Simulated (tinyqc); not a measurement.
# Inputs raised by 10 %, one at a time

Model: interdiffusion of a quantum well during annealing: blurred potential and shift of the confined levels. Computed by tinyqc, a small Python program. Command: `OMP_NUM_THREADS=1 python tinyqc.py 3027641 3027642 out.jsonl qwi sens`. One thread of a shared host (Intel(R) Xeon(R) Processor @ 2.30GHz), about 0.09 s of CPU time with the checks.

A square well of width w is blurred by Fick diffusion with a constant coefficient; band offsets are linear in composition, masses are uniform, and strain and excitons are ignored.

Inputs (values chosen for the exercise, modelled on GaAs in AlGaAs):

| quantity | value | unit |
|---|---|---|
| well width w | 2.8 | nm |
| electron mass m_e | 0.0669 | m_0 |
| hole mass m_h | 0.375 | m_0 |
| conduction offset V_c | 0.23 | eV |
| valence offset V_v | 0.14 | eV |
| prefactor D0 | 12 | cm^2/s |
| activation energy E | 3.83 | eV |
| anneal temperature T | 850 | C |
| anneal time t | 48 | s |

Constants: k_B = 8.617333262e-05 eV/K; hbar^2/(2 m_0) = 3.80998212 eV angstrom^2.

Method:
- D = D0 exp(-E/(k_B T)); L = sqrt(D t); share of well material at the centre erf(w/(4L)); 1 nm = 1e-7 cm.
- Temperatures in kelvin are T(C) + 273.15.
- With L = sqrt(D t) and the share at the centre erf(w/(4L)). After the anneal: V(z) = V {1 - (1/2)[erf((w/2 - z)/(2L)) + erf((w/2 + z)/(2L))]}, energies counted from the original well bottom. Finite differences on 3000 points over |z| < w/2 + 6L + 25 nm; shifts are taken against the same grid with cell-averaged square steps.
- Rise of the bottom = V (1 - share at the centre). Overlap = |<electron|hole>|^2.

Runs:

| input moved | from | to | blue shift of the transition (meV) | shift of the electron level (meV) | shift of the hole level (meV) | share at the centre |
|---|---|---|---|---|---|---|
| base run | - | - | 31.851 | 13.981 | 17.870 | 0.89384 |
| well width w (nm) | 2.8 | 3.08 | 30.695 | 14.170 | 16.525 | 0.92447 |
| electron mass m_e (m_0) | 0.0669 | 0.07359 | 33.013 | 15.143 | 17.870 | 0.89384 |
| hole mass m_h (m_0) | 0.375 | 0.4125 | 32.481 | 13.981 | 18.499 | 0.89384 |
| conduction offset V_c (eV) | 0.23 | 0.253 | 34.527 | 16.657 | 17.870 | 0.89384 |
| valence offset V_v (eV) | 0.14 | 0.154 | 34.331 | 13.981 | 20.349 | 0.89384 |
| prefactor D0 (cm^2/s) | 12 | 13.2 | 34.125 | 14.980 | 19.145 | 0.87656 |

Exponents ln(y'/y) / ln(x'/x):

| input | blue shift of the transition | shift of the electron level | shift of the hole level | share at the centre |
|---|---|---|---|---|
| well width w | -0.388 | 0.141 | -0.821 | 0.354 |
| electron mass m_e | 0.376 | 0.838 | 0.000 | 0.000 |
| hole mass m_h | 0.206 | 0.000 | 0.363 | 0.000 |
| conduction offset V_c | 0.846 | 1.837 | 0.000 | 0.000 |
| valence offset V_v | 0.787 | 0.000 | 1.363 | 0.000 |
| prefactor D0 | 0.724 | 0.724 | 0.723 | -0.205 |

Among the inputs moved here: blue shift of the transition answers most in size to conduction offset V_c (exponent +0.846), next to valence offset V_v (+0.787). Shift of the electron level answers most in size to conduction offset V_c (exponent +1.837), next to electron mass m_e (+0.838); its exponent is below 0.0005 for hole mass m_h, valence offset V_v. Shift of the hole level answers most in size to valence offset V_v (exponent +1.363), next to well width w (-0.821); its exponent is below 0.0005 for electron mass m_e, conduction offset V_c. Its exponent 0.000 in electron mass m_e: the two bands are independent here. Share at the centre answers most in size to well width w (exponent +0.354), next to prefactor D0 (-0.205); its exponent is below 0.0005 for electron mass m_e, hole mass m_h, conduction offset V_c, valence offset V_v.
